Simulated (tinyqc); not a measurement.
# Input admittance of a MOSFET at zero drain bias: distributed channel and distributed gate: two studies

Source and drain grounded, strong inversion, w = 2 pi f, Cox = eps0 eox/tox. The channel is an RC line of resistance 1/(mu Cox Vo) per square fed from both ends, so one finger has the intrinsic admittance y = i w Cox L tanh(g)/g per width, g = (1/2) sqrt(i w tau), tau = L^2/(mu Vo). The vertical resistance rv/L is in series with y, the overlaps 2 i w Cov in parallel: y_t = 1/(1/y + rv/L) + 2 i w Cov. The gate strip is a line of Rsh/L per length loaded by y_t, so a finger has Y = y_t Wf tanh(k)/k, k = (Wf/sd) sqrt(y_t Rsh/L); the device has Nf Y.

Inputs (values chosen for the exercise); values of the order met in silicon radio-frequency transistors:
```
symbol  value        unit                                                                 meaning
eox       3.9              relative permittivity of the gate insulator (close to silicon dioxide)
tox       1.6          nm                                                     insulator thickness
L        0.63          um                                                          channel length
Wf         17          um                                                            finger width
Nf          8                                                                   number of fingers
mu        210  cm^2/(V s)                                                        channel mobility
Vo       0.21           V                                                          gate overdrive
Rsh        25  ohm/square                                            sheet resistance of the gate
rv          0    ohm um^2                                  vertical resistivity of the gate stack
sd          2                                       number of ends at which a finger is contacted
Cov      0.33       fF/um                             overlap and fringe capacitance on each side
f        0.93         GHz                                                               frequency
```

Constants: eps0 = 8.8541878128e-14 F/cm where lengths are in cm. Results are converted to the units shown.

Each table varies one quantity; the others keep the values above.

## Input impedance against frequency

Low-frequency limits, with c = Cox L and ct = c + 2 Cov: R_strip = Rsh Wf/(3 sd^2 L Nf), R_ch = (c/ct)^2 L/(12 mu Cox Vo Wf Nf), R_vert = (c/ct)^2 rv/(L Wf Nf), C = ct Wf Nf. Z = 1/(Nf Y) = R + 1/(i w C), Q = |Im Z|/R, far-point signal |1/cosh k|.

The same in every row: low-frequency R (ohm) = 10.716.

Results:

| f (GHz) | w tau | \|k\| | R (ohm) | C (fF) | Q | signal at the far point |
|---|---|---|---|---|---|---|
| 0.009 | 0.0050894 | 0.048077 | 10.716 | 1938.9 | 851.10 | 1.0000 |
| 0.03 | 0.016965 | 0.087777 | 10.716 | 1938.9 | 255.33 | 0.99999 |
| 0.07 | 0.039584 | 0.13408 | 10.716 | 1938.9 | 109.43 | 0.99994 |
| 0.2 | 0.11310 | 0.22663 | 10.716 | 1938.8 | 38.304 | 0.99955 |
| 0.5 | 0.28274 | 0.35828 | 10.714 | 1938.0 | 15.331 | 0.99720 |
| 4 | 2.2619 | 1.0015 | 10.584 | 1882.6 | 1.9969 | 0.85912 |
| 10 | 5.6549 | 1.5009 | 10.132 | 1687.8 | 0.93068 | 0.57525 |
| 30 | 16.965 | 2.0572 | 9.0139 | 1126.7 | 0.52236 | 0.31045 |

Estimate the missing row, f = 1 GHz.

Computed row:

| f (GHz) | w tau | \|k\| | R (ohm) | C (fF) | Q | signal at the far point |
|---|---|---|---|---|---|---|
| 1 | 0.56549 | 0.50639 | 10.707 | 1935.1 | 7.6814 | 0.98893 |

With this row back in the table: R falls from 10.7 to 9.01 ohm and C falls from 1940 to 1130 fF. Q goes as f^(-1.00) between the first two rows and f^(-0.53) between the last two, where w tau = 17.0 and |k| = 2.06. The low-frequency limits hold both R and C within 5 % up to f = 4 GHz among the rows.

## Effect of the channel length

Same model as above.

Results:

| L (um) | w tau | \|k\| | R (ohm) | low-frequency R (ohm) | C (fF) | Q | signal at the far point |
|---|---|---|---|---|---|---|---|
| 0.03 | 0.001193 | 0.6782 | 147.4 | 147.6 | 177.0 | 6.559 | 0.9828 |
| 0.11 | 0.01603 | 0.5396 | 40.66 | 40.68 | 411.9 | 10.22 | 0.9929 |
| 0.22 | 0.06413 | 0.5094 | 21.20 | 21.21 | 734.4 | 10.99 | 0.9938 |
| 0.42 | 0.2337 | 0.4943 | 12.88 | 12.89 | 1321 | 10.06 | 0.9929 |
| 0.8 | 0.8480 | 0.4855 | 10.30 | 10.31 | 2432 | 6.830 | 0.9876 |
| 1.6 | 3.392 | 0.4694 | 12.62 | 12.68 | 4701 | 2.884 | 0.9684 |
| 3 | 11.93 | 0.3905 | 19.34 | 20.40 | 7479 | 1.183 | 0.9537 |

Estimate the missing row, L = 0.058 um.

Computed row:

| L (um) | w tau | \|k\| | R (ohm) | low-frequency R (ohm) | C (fF) | Q | signal at the far point |
|---|---|---|---|---|---|---|---|
| 0.058 | 0.004457 | 0.5898 | 76.43 | 76.49 | 259.3 | 8.635 | 0.9900 |

With this row back in the table: As L goes from 0.03 to 3, R goes from 147 through a minimum of 10.3 (at L = 0.8 among the rows listed) to 19.3 ohm, C rises from 177 to 7480 fF and Q goes from 6.56 through a maximum of 11.0 (at L = 0.22 among the rows listed) to 1.18. R_strip falls as 1/L while R_ch grows with L, which gives the minimum of R.

Computed by the program tinyqc: `OMP_NUM_THREADS=1 python tinyqc.py 2262158 2262159 out.jsonl`, one thread of a shared Intel Xeon 2.30GHz, about 0.01 s for the whole run.
